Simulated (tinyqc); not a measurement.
Surface segregation during layer-by-layer epitaxy: two-layer exchange kinetics and the shape of quantum wells and delta layers: one step, computed by the program tinyqc. Command: `OMP_NUM_THREADS=1 python tinyqc.py 3028387 3028388 out.jsonl mbeseg walk`. One thread of a shared host (Intel(R) Xeon(R) Processor @ 2.30GHz), about 0.02 s of CPU time with the checks.

Atoms A and B exchange only between the growing layer and the one below it. B is supplied for N layers, then pure A follows.

Question. The second layer. Each layer is deposited complete with B share x_dep and then exchanges for the time tau = 1/G with the layer below, whose share is b (total c = s + b fixed): ds/dt = p1 b (1 - s) - p2 s (1 - b), s(0) = x_dep. With the roots s1 < s2 of the right side, (s - s1)/(s - s2) = [(s(0) - s1)/(s(0) - s2)] exp(-(p1 - p2)(s2 - s1) tau). The lower layer is then buried with c - s, and s becomes the b of the next layer. Layer 1 is deposited on pure A with share x0; with nothing to lift from below, take b = 0 and s(0) = x0 for it. Then layer 2 has x_dep = x0.

Inputs (values chosen for the exercise, close to those used for germanium in silicon):
```
quantity                                   value      unit
growth rate G                               0.22  layers/s
share x0 of B in the flux during the well   0.26         -
layers in the well N                           6         -
temperature T                                410         C
```

p1 = 7.966845 1/s

p2 = 0.1351272 1/s

Give: share in layer 1 after its exchange; root s1 for layer 2; root s2 for layer 2; share in layer 2 after its exchange; share buried in layer 1.

Answer.

share in layer 1 after its exchange = 0.2543

root s1 for layer 2 = 0.4977

root s2 for layer 2 = 1.051

share in layer 2 after its exchange = 0.4977

share buried in layer 1 = 0.01653
